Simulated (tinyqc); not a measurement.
Cell-based percolation model of oxide breakdown: two steps of the calculation.

The oxide, of thickness n a, is cut into cubic cells. A cell is defective with the chance l = 1 - exp(-a^3 N), N = N1 (t/1 s)^al. A column of n defective cells breaks the oxide down, and the area holds M = A/a^2 independent columns: 1 - F = (1 - l^n)^M.

Values chosen for this exercise:

| symbol | value | unit | meaning |
|---|---|---|---|
| a | 1.4 | nm | edge of a cell |
| n | 4 |  | cells across the oxide |
| A | 0.069 | um^2 | area |
| al | 0.34 |  | exponent of defect growth |
| N1 | 2.7e18 | cm^-3 | defect density after 1 s |

Problem 1. Critical defect density. At F = 1 - 1/e: l_c = (1 - exp(-1/M))^(1/n), N_bd = -ln(1 - l_c)/a^3, t63 = (N_bd/N1)^(1/al). W = ln(-ln(1 - F)); for small l, W = ln M + n ln(a^3 N), so the Weibull slope is n al.

Wanted: thickness; M; l_c; N_bd; N_bd times thickness; t63; n al.

Solution 1.

thickness = 5.600 nm
M = 3.520e4
l_c = 0.07300
N_bd = 2.763e19 cm^-3
N_bd times thickness = 1.547e13 cm^-2
t63 = 934.3 s
n al = 1.360

Problem 2. The distribution. N, l, F and W = ln(-ln(1 - F)) at each time; the slope is taken between the end points.

```
point,t (s)
0,1.1
1,5.8
2,32
3,170
4,560
5,930
6,1800
```

Give: N; l; F; W; slope.

Solution 2.

```
point,N (cm^-3),l,F,W
0,2.789e18,0.007624,1.189e-4,-9.037
1,4.908e18,0.01338,0.001127,-6.788
2,8.772e18,0.02378,0.01120,-4.486
3,1.548e19,0.04158,0.09990,-2.251
4,2.321e19,0.06171,0.3999,-0.672
5,2.758e19,0.07290,0.6299,-0.006
6,3.453e19,0.09039,0.9047,0.855
```

slope = 1.337

The slope is 1.7 % below n al, since l grows a little more slowly than N.

Program tinyqc, `OMP_NUM_THREADS=1 python tinyqc.py 2070002 2070003 out.jsonl`; Intel Xeon 2.30GHz, shared host, one thread, about 0.01 s.
